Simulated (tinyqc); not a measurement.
# Size effects in the resistivity of thin metal films and interconnect lines, step by step

A worked calculation. Computed by tinyqc, a small Python program that keeps every step. Command: `OMP_NUM_THREADS=1 python tinyqc.py 3027367 3027368 out.jsonl size walk`. One thread of a shared host (Intel(R) Xeon(R) Processor @ 2.30GHz), about 0.01 s of CPU time with the checks. Intermediate numbers are printed to about 5 digits and carried at full precision; extremes and crossings named in words are read from the listed rows.

Electrons lose their drift at surfaces (a share 1 - p of the hits) and at grain boundaries (reflection R), besides bulk scattering. The line sits in a trench with a non-conducting liner on both walls and the bottom; the spacing equals the drawn width.

Inputs (values chosen for the exercise, modelled on silver):
```
quantity                                   value         unit
bulk resistivity rho_b                      1.62  microohm cm
bulk mean free path lambda                  50.9           nm
specularity p                               0.57            -
grain-boundary reflection R                 0.13            -
drawn line width w                           120           nm
grain size over metal width                    1            -
aspect ratio (height over width)             2.7            -
liner thickness t                            0.9           nm
line length                                  260   micrometre
permittivity of the dielectric k             2.3            -
competitor: rho_b relative to this metal     2.3            -
competitor: lambda relative to this metal    0.4            -
competitor: liner relative to t             0.49            -
```

Geometry: line.

Constants: eps_0 = 8.8541878128e-12 F/m.

## Metal cross-section

Metal width w_m = w - 2t, height h_m = (aspect ratio) w - t, grain size D = (ratio) w_m.

metal width w_m = 118.2 nm

metal height h_m = 323.1 nm

grain size D = 118.2 nm

share of the trench filled by metal = 98.226 %

## Grain boundaries

Mayadas-Shatzkes: alpha = (lambda/D) R/(1 - R); rho_b/rho = 1 - 3 alpha/2 + 3 alpha^2 - 3 alpha^3 ln(1 + 1/alpha).

alpha = 0.064346

rho/rho_b from grains = 1.0945

The linear estimate 1 + 3 alpha/2 gives 1.097, within 2 %.

## Surfaces

Fuchs-Sondheimer film: rho_b/rho = 1 - (3/(2 kappa))(1 - p) int_0^1 (s - s^3)(1 - exp(-kappa/s))/(1 - p exp(-kappa/s)) ds, f = rho/rho_b, kappa = thickness/lambda, 80 Gauss-Legendre points. Line: the excess of a film of thickness w_m and of a film of thickness h_m are added, rho/rho_b = 1 + (f(w_m) - 1) + (f(h_m) - 1), an estimate that holds best when both sides exceed lambda.

kappa = w_m/lambda = 2.3222

f(w_m) = 1.0738

f(h_m) = 1.0261

rho/rho_b from surfaces = 1.0999

## Resistance and delay

Total: rho = rho_b [1 + surface excess + grain excess]; resistance per length rho/(w_m h_m); capacitance per length C = 2 k eps_0 (aspect ratio + 1/2), a parallel-plate estimate for two neighbours plus a fixed term for the planes above and below; delay 0.38 R C L^2; effective resistivity per drawn area.

resistivity rho = 1.9349 microohm cm

resistance per length = 0.50665 ohm/micrometre

capacitance per length = 0.13033 fF/micrometre

RC delay = 1.6963 ps

effective resistivity per drawn area = 1.9698 microohm cm

Of the factor 1.22 over bulk, scattering gives 1.19 and the liner 1.02; within scattering, surfaces outweigh grain boundaries (0.09 against 0.10, grains first).

## A short-path metal as competitor

w_m = w - 2t, h_m = (aspect ratio) w - t, D = (ratio) w_m; rho = rho_b [1 + surface excess + grain excess]. Effective resistivity rho (aspect ratio) w^2/(w_m h_m) for the metal with its liner, for the same metal without liner, and for a competitor with its own rho_b, lambda and liner, and for that competitor with the liner t; p, R, aspect and grain ratios are the same.

Effective resistivity (microohm cm):
```
w (nm)  this metal  without liner  competitor  competitor, liner t
200          1.826         1.8054       3.917                3.939
100          2.043         1.9935       4.112                4.160
50           2.499         2.3682       4.517                4.631
30           3.146         2.8575       5.081                5.313
20           4.027         3.4519       5.818                6.253
14           5.295         4.1931       6.819                7.620
10           7.288         5.1505       8.252                9.776
7           11.160         6.5387      10.643               13.951
5           18.909         8.3268      14.385               22.224
```

The competitor wins below a width between 10.0 and 7.00 nm. In narrow lines rho scales as rho_b lambda/w, and the product rho_b lambda of the competitor is 0.92 times this metal's. At the narrowest width the liner costs this metal a factor 2.27. With the same liner the competitor wins nowhere in the table; at the narrowest width the thinner liner lowers it from 22.2 to 14.4. Rows with w - 2t below lambda stretch the additive estimate. Metal widths below about 5 nm are outside this semiclassical model.

Checks made by the program: grain-boundary formula against its angular integral 3 int_0^1 c^3/(c + alpha) dc (relative difference below 1e-10).
